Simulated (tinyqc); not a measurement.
Recursion (Haydock) method for the local density of states: bulk site of a cubic lattice, step by step. Values are carried at full precision from step to step, so a last printed digit may differ when a step is redone from the rounded ones.

One orbital a site at energy 0, hopping -t to the 6 nearest neighbours of a cubic lattice; the start u0 is a site in the bulk, with energy V. Recursion: a_n = <u_n|H|u_n>, b_(n+1) u_(n+1) = (H - a_n) u_n - b_n u_(n-1), b > 0. G(z) = 1/(z - a0 - b1^2/(z - a1 - b2^2/(...))), z = E + i eta. After n levels the tail is b_n^2 T with the square-root terminator T = (z - sqrt(z - 2b) sqrt(z + 2b))/(2 b^2), b = 3t so that the band edges lie at -/+ 6t.

Values chosen for the exercise:
```
symbol  value  unit  meaning
t       1.11   eV    hopping
V       0      eV    shift of the starting site
n       5            levels kept
E       1.92   eV    energy
eta     0.056  eV    broadening
```

## The coefficients

Carry the recursion for n levels; the lattice is large enough that no wall is met.

Coefficients:
```
n  a_n (eV)  b_(n+1) (eV)  b_(n+1)^2/t^2
0    0.0000       2.71893         6.0000
1    0.0000       3.33000         9.0000
2    0.0000       3.41123         9.4444
3    0.0000       3.24674         8.5556
4    0.0000       3.38450         9.2970
```

b1^2/t^2 = 6 counts the neighbours of the start. All a_n vanish because the lattice is bipartite and V = 0. The b_n tend to a quarter of the band width, 3.330 eV.

## Moments from the coefficients

For a1 = a2 = 0: mu1 = a0, mu2 = a0^2 + b1^2, mu3 = a0^3 + 2 a0 b1^2, mu4 = a0^4 + 3 a0^2 b1^2 + b1^4 + b1^2 b2^2.

mu1 to mu4 (eV^n): 0.000  7.393  0.000  136.626

mu4/t^4 = 90 is the number of closed walks of four steps.

## The continued fraction at one energy

Start from the terminator and work up: G_i = 1/(z - a_i - S_i), S_i = b_(i+1)^2 G_(i+1), with T in place of G_n. The density is -Im G_0/pi.

Levels of the fraction:
```
i        S_i (eV)      G_i (1/eV)
4  0.9830-3.2651i  0.0787-0.2789i
3  0.8295-2.9400i  0.1073-0.2947i
2  1.2483-3.4296i  0.0533-0.2766i
1  0.5911-3.0674i  0.1153-0.2711i
0  0.8527-2.0041i  0.1983-0.3827i
```

local density of states = 0.1218 1/eV

A direct sum over the zone gives 0.1268 1/eV at the same z; 5 levels miss it by -4.0 %.

## Checks

- G from 7 levels against a direct sum over the zone at E = 10.6560 eV, above the band (1/eV): both 0.10125.

Program tinyqc; command `OMP_NUM_THREADS=1 python tinyqc.py 1482855 1482856 out.jsonl`; about 0.1 s on one thread of a shared Intel(R) Xeon(R) Processor @ 2.30GHz.
